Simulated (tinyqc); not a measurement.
Two-junction solar cell, detailed-balance limit: two steps of the calculation.

The top cell takes all photons above E1, the bottom cell those between E2 and E1. Each cell follows J = Jsc - J0 (exp(V/Vt) - 1) with J0 = q ge Phi(gap, T)/ERE; light emitted by one cell and absorbed by the other is left out. In series both carry one current; wired apart (four terminals) each works at its own maximum power point. Efficiencies are counted against Pin = fs X sigma Ts^4.

Inputs (values chosen for the exercise):
- T = 300 K (cell temperature)
- Ts = 4500 K (temperature of the black-body sun)
- fs = 2.16e-5 (share of the hemisphere filled by the sun)
- X = 500 (concentration)
- ERE = 0.001 (external radiative efficiency)
- ge = 2 (number of faces that emit)
- E2 = 1 eV (gap of the bottom cell)
- E1 = 1.72 eV (gap of the top cell)

Constants: q = 1.602176634e-19 C, kB = 1.380649e-23 J/K, h = 6.62607015e-34 J s, c = 299792458 m/s, Vt = kB T/q. Results are converted to the units shown.

Question 1. Photocurrents and dark currents. Photon flux above E from a black body at temperature T into a hemisphere: Phi(E, T) = A sum_k exp(-k E/th)[E^2 th/k + 2 E th^2/k^2 + 2 th^3/k^3], k = 1, 2, ..., with th = kB T/q in eV and A = 2 pi q^3/(h^3 c^2). J1 = q fs X Phi(E1, Ts), J2 = q fs X [Phi(E2, Ts) - Phi(E1, Ts)], J01 and J02 as above; sigma = 2 pi^5 kB^4/(15 h^3 c^2).

Wanted: J1; J2; J01; J02; Pin.

Answer 1.

J1 = 3627 mA/cm^2
J2 = 7112 mA/cm^2
J01 = 3.181e-20 mA/cm^2
J02 = 1.369e-8 mA/cm^2
Pin = 2.511e4 mW/cm^2

The top cell limits the series current; the other has 96 % more.

Question 2. The series curve. V1 = Vt ln((J1 - J)/J01 + 1), V2 = Vt ln((J2 - J)/J02 + 1), power J (V1 + V2).

| point | J (mA/cm^2) |
|---|---|
| 0 | 0 |
| 1 | 1813 |
| 2 | 2901 |
| 3 | 3264 |
| 4 | 3409 |
| 5 | 3482 |
| 6 | 3554 |
| 7 | 3608 |

J1 = 3626.5700 mA/cm^2
J2 = 7112.0993 mA/cm^2
J01 = 3.1806647e-20 mA/cm^2
J02 = 1.3687389e-8 mA/cm^2

Find: V1; V2; power.

Answer 2.

| point | V1 (V) | V2 (V) | power (mW/cm^2) |
|---|---|---|---|
| 0 | 1.3725 | 0.69739 | 0 |
| 1 | 1.3546 | 0.68979 | 3706.4 |
| 2 | 1.3309 | 0.68384 | 5844.8 |
| 3 | 1.3130 | 0.68151 | 6510.0 |
| 4 | 1.2998 | 0.68052 | 6750.8 |
| 5 | 1.2892 | 0.68001 | 6856.8 |
| 6 | 1.2714 | 0.67949 | 6933.4 |
| 7 | 1.2361 | 0.67909 | 6910.2 |

Among these points the power is largest at J = 3554 mA/cm^2.

Program tinyqc, `OMP_NUM_THREADS=1 python tinyqc.py 2820025 2820026 out.jsonl`; Intel Xeon 2.30GHz, shared host, one thread, about 0.01 s.
